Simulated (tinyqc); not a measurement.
Worked calculation: BCS gap equation with a constant attraction inside the Debye window. Computed by tinyqc, a small Python program that keeps every step. Command: `OMP_NUM_THREADS=1 python tinyqc.py 3021966 3021967 out.jsonl bcs walk`. One thread of a shared host (Intel(R) Xeon(R) Processor @ 2.30GHz), about 0.01 s of CPU time with the checks. Intermediate numbers are printed to about 6 digits and carried at full precision; extremes and crossings named in words are read from the listed rows.

Pairs attract with strength V for |xi| < k_B Theta; N(0) is the density of states for one spin. Energies are given as temperatures (E/k_B, in K) unless marked.

Inputs (values chosen for the exercise, modelled on tantalum): coupling N(0)V = 0.24; Debye temperature Theta = 258 K; temperature T = 1.68 K.

Solver: fixed point.

Constants: k_B = 8.617333262e-05 eV/K.

## Gap at zero temperature

At T = 0 the gap equation 1/(N(0)V) = int_0^Theta d xi/sqrt(xi^2 + Delta^2) has the integral arcsinh(Theta/Delta), so Delta_0 = Theta/sinh(1/(N(0)V)); weak coupling gives 2 Theta exp(-1/(N(0)V)).

Delta_0 = 8.00191 K

weak-coupling Delta_0 = 7.99999 K

Delta_0 in meV = 0.689551 meV

## Critical temperature

Gap equation: 1/(N(0)V) = I(Delta, T) = int_0^Theta tanh(E/2T)/E d xi, E = sqrt(xi^2 + Delta^2); 64 Gauss-Legendre points in y with xi = max(Delta, T) sinh(y). T_c solves I(0, T_c) = 1/(N(0)V); the weak-coupling form is T_c = (2 e^C/pi) Theta exp(-1/(N(0)V)) with Euler's C = 0.5772157, and 2 Delta_0/T_c then tends to 2 pi e^-C = 3.528.

T_c = 4.53546 K

weak-coupling T_c = 4.53546 K

2 Delta_0/T_c = 3.52860

T_c/Theta = 0.0176; the ratio lies +0.02 % from 3.528, so the universal weak-coupling laws hold.

## One evaluation of the gap equation

Take Delta = Delta_0 as the trial; the fixed-point update is Delta(new) = N(0)V Delta I(Delta, T).

I(Delta_0, T) = 4.15715

updated Delta = 7.98363 K

## Gap at temperature T

Residual r = N(0)V I - 1, with Delta_0 = Theta/sinh(1/(N(0)V)). Fixed point: Delta(new) = Delta (1 + r), from Delta_0. Stop when |r| < 1e-9 or after 40 steps.

Iterations:
```
step,Delta (K),residual r
1,7.98363,-1.76306e-03
2,7.96956,-1.36105e-03
3,7.95871,-1.05088e-03
4,7.95035,-8.11493e-04
5,7.94390,-6.26700e-04
6,7.93892,-4.84025e-04
7,7.93507,-3.73853e-04
8,7.93211,-2.88771e-04
9,7.92982,-2.23060e-04
...,...,...
32,7.92207,-5.89383e-07
33,7.92206,-4.55321e-07
34,7.92206,-3.51752e-07
35,7.92205,-2.71742e-07
36,7.92205,-2.09931e-07
37,7.92205,-1.62179e-07
38,7.92205,-1.25290e-07
39,7.92205,-9.67909e-08
40,7.92205,-7.47746e-08
```

converged (1 yes, 0 no) = 0

Delta(T) = 7.92205 K

Not converged: the residual falls at every step, but slowly, by a factor of about 0.773 a step. The update changes Delta only by the factor 1 + r, and r varies only weakly with Delta.

Reruns converge with solver = secant; or with solver = bisection.
